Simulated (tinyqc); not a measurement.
# Worked calculation: trench capacitor in an array: capacitance, non-linearity, leakage and relaxation

Computed by the program tinyqc: `OMP_NUM_THREADS=1 python tinyqc.py 2102166 2102167 out.jsonl`, one thread of a shared Intel Xeon 2.30GHz, about 0.01 s for the whole run. Printed values are rounded.

A film between two metal electrodes, each interface adding a series capacitance ci. The small-signal permittivity is ek (1 + aq E^2); the field is found with the linear permittivity. Leakage J = J0 sinh(E/Ef). After a voltage step the film passes a relaxation current kr C V tt^(-nr), tt being the time in seconds. The sidewall is a coaxial capacitor with radii a = dm/2 - t and b = dm/2, depth AR dm; the end face is left out.

Inputs (values chosen for the exercise); permittivity of the order of that of aluminium oxide: relative permittivity of the film ek = 9.29; film thickness t = 29 nm; capacitance of each electrode interface (dead layer and screening) ci = 110 uF/cm^2; quadratic field coefficient of the permittivity aq = 0.0041 cm^2/MV^2; bias V = 1.2 V; leakage prefactor J0 = 5.3e-11 A/cm^2; field for an e-fold rise of the leakage Ef = 0.3 MV/cm; diameter of the hole dm = 190 nm; aspect ratio, depth over diameter AR = 20; pitch of the square array pt = 270 nm; resistivity of the inner electrode rho = 190 uohm cm.

Constants: eps0 = 8.8541878128e-14 F/cm where lengths are in cm. Results are converted to the units shown.

## Planar capacitance, field and non-linearity

Planar film: Cf = eps0 ek/t, 1/C = 1/Cf + 2/ci, EOT = 3.9 eps0/C, effective permittivity C t/eps0, E = (V/t) C/Cf; quadratic coefficient [C(V)/C - 1]/V^2 with Cf (1 + aq E^2) in C(V).

Cf = 0.2836393 uF/cm^2
C = 0.2821841 uF/cm^2
EOT = 12.23717 nm
effective permittivity = 9.242337
E = 0.4116701 MV/cm
quadratic coefficient = 480.0478 ppm/V^2
J = 9.780118e-11 A/cm^2

The interfaces take 0.513 % of the voltage.

## Cell capacitance, fields and time constant

Per length 1/c = ln(b/a)/(2 pi eps0 ek) + (1/a + 1/b)/(2 pi ci); cell capacitance c AR dm; per footprint over pt^2; fields c V/(2 pi eps0 ek r) at r = a and b; resistance of the inner electrode rho AR dm/(pi a^2); time constant R C/3 of the distributed line.

a = 66 nm
b = 95 nm
cell capacitance = 5.363867 fF
capacitance per footprint = 7.357843 uF/cm^2
field at a = 0.4965780 MV/cm
field at b = 0.3449910 MV/cm
R = 0.5275935 kohm
R C/3 = 0.9433139 ps

The array gives 26.1 times the planar capacitance per footprint; curvature makes the field at the inner electrode 1.21 times the planar value.
